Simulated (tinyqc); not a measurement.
Ion-assisted plasma etching: sheath, surface coverage, synergy and aspect-ratio dependence: one step, computed by the program tinyqc.

Radicals adsorb on bare sites; ions remove covered sites with a high yield and bare sites by sputtering; a slow spontaneous reaction acts everywhere, walls included.

Problem. Open-field etch rate. Steady coverage: s G_n (1 - theta) = x Y G_i theta; removal flux = Y G_i theta + Y_p G_i (1 - theta) + k_c G_n; rate = flux/N, 1 cm/s = 6e8 nm/min. Lateral rate = k_c G_n/N; anisotropy = 1 - lateral/vertical; synergy = vertical/(ions alone + radicals alone), with ions alone Y_p G_i/N and radicals alone the lateral rate.

Inputs (values chosen for the exercise, close to those used for silicon in a halogen plasma):

| quantity | value | unit |
|---|---|---|
| gas temperature T_g | 350 | K |
| sticking coefficient s | 0.16 | - |
| radicals per removed unit x | 2 | - |
| spontaneous reaction probability k_c | 0.00016 | - |
| solid density N | 5e+22 | 1/cm^3 |

Feature: round hole.

yield Y = 2.408195

sputter yield Y_p = 0.3722470

ion flux G_i = 4.015932e+16 1/(cm^2 s)

radical flux G_n = 4.489192e+17 1/(cm^2 s)

Give: coverage theta; vertical rate; lateral rate; anisotropy; synergy.

Solution.

coverage theta = 0.2708

vertical rate = 445.9 nm/min

lateral rate = 0.8619 nm/min

anisotropy = 0.9981

synergy = 2.474

Ions and radicals both limit the rate.
